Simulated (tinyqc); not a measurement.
p-type polysilicon, carrier trapping at grain boundaries: one step of the calculation.

One-dimensional grains of size Lg, uniform ionised doping N, monovalent traps Qt at each boundary at a depth Et below (for electrons) or above (for holes) the band edge there, abrupt depletion of width W on each side of a boundary, Boltzmann statistics. xi is the distance from the band edge at the grain centre to the Fermi level. Trapped charge Qt/(1 + exp((xi + VB - Et)/Vt)) = 2 N W, barrier VB = q N W^2/(2 eps0 eps_r).

Question. Depletion width, Fermi level and barrier. If the trap equation with xi = Vt ln(NB/N) has a root W < Lg/2, the grain is partly depleted; otherwise W = Lg/2 and the trap equation gives xi = Et - VB + Vt ln(Qt/(N Lg) - 1). N* = Qt/Lg.

Inputs (values chosen for the exercise); values of the order met in polycrystalline silicon:
```
symbol    value   unit                                                              meaning
T           400      K                                                          temperature
eps_r      11.7                                                       relative permittivity
NB      4.08e19  cm^-3                                  valence-band density of states at T
Lg           69     nm                                                           grain size
Qt       3.1e12  cm^-2                                     trap density of a grain boundary
Et          0.4     eV  depth of the trap level from the majority band edge at the boundary
N        1.5e17  cm^-3                                                               doping
```

Constants: q = 1.602176634e-19 C, kB = 1.380649e-23 J/K, Vt = kB T/q, eps0 = 8.8541878128e-14 F/cm where lengths are in cm. Results are converted to the units shown.

Give: N*; W; xi; VB; share of traps filled.

Answer.

N* = 4.4928e17 cm^-3
W = 34.500 nm
xi = 0.28575 V
VB = 0.13806 V
share of traps filled = 0.33387

N is 0.334 N*, and the grain is fully depleted; VB = 4.01 Vt.

Computed by the program tinyqc: `OMP_NUM_THREADS=1 python tinyqc.py 2830092 2830093 out.jsonl`, one thread of a shared Intel Xeon 2.30GHz, about 0.01 s for the whole run.
